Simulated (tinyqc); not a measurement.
Shrinking the pitch: stress in a transistor channel from embedded alloy regions, liners and fins, by half-space elasticity. Computed by tinyqc, a small Python program. Command: `OMP_NUM_THREADS=1 python tinyqc.py 3025710 3025711 out.jsonl stressor walk`. One thread of a shared host (Intel(R) Xeon(R) Processor @ 2.30GHz), about 0.01 s of CPU time with the checks.

Plane strain in an isotropic half-space, the same constants everywhere; x along the channel from its centre, y downwards from the free surface; stress is positive in tension.

Inputs (values chosen for the exercise, modelled on silicon):

| quantity | value | unit |
|---|---|---|
| alloy fraction x | 0.023 | - |
| lattice change per unit x, beta | -0.466 | - |
| Young's modulus E | 173 | GPa |
| Poisson ratio nu | 0.23 | - |
| channel length L | 66 | nm |
| length of each stressor S | 90 | nm |
| recess depth d | 15 | nm |
| depth of the field point y | 2.7 | nm |

Stressor: Si(1-x)C(x) source and drain.

Method:
- Misfit e = beta x. A fully constrained inclusion holds the stress -p with p = E e/(1 - 2 nu); a blanket film would hold -E e/(1 - nu) in the plane.
- A line element dA of misfit at (a, c) in the half-space gives, with C = E e/(2 pi (1 - nu)), X = x - a, r1^2 = X^2 + (y - c)^2, r2^2 = X^2 + Y^2, Y = y + c: s_xx = -C dA {[X^2 - (y - c)^2]/r1^4 + 3 [X^2 - Y^2]/r2^4 + 4 y Y (Y^2 - 3 X^2)/r2^6}, s_yy = C dA {[X^2 - (y - c)^2]/r1^4 - [X^2 - Y^2]/r2^4 + 4 y Y (Y^2 - 3 X^2)/r2^6}. These are integrated over two rectangles, L/2 < |a| < L/2 + S, 0 < c < d (closed form in a, 200 Gauss-Legendre points in c).
- L and S are scaled together at fixed d, then S alone, then L alone.

misfit e = -0.010718

S_xx at the centre (MPa):

| scale | L and S scaled | S alone | L alone |
|---|---|---|---|
| 0.35 | 1323.1 | 561.4 | 1876.6 |
| 0.50 | 1278.0 | 675.8 | 1574.4 |
| 0.70 | 1111.2 | 780.8 | 1233.7 |
| 1.00 | 882.5 | 882.5 | 882.5 |
| 1.40 | 674.2 | 965.5 | 604.8 |
| 2.00 | 490.4 | 1037.9 | 383.7 |
| 3.00 | 334.0 | 1101.7 | 216.1 |

Halving S alone keeps 0.77 of the stress, halving L alone gives 1.78, and halving both 1.45: a shorter channel brings the walls closer, a shorter stressor brings its far wall, which pulls the other way, closer too. Neighbouring devices are left out.
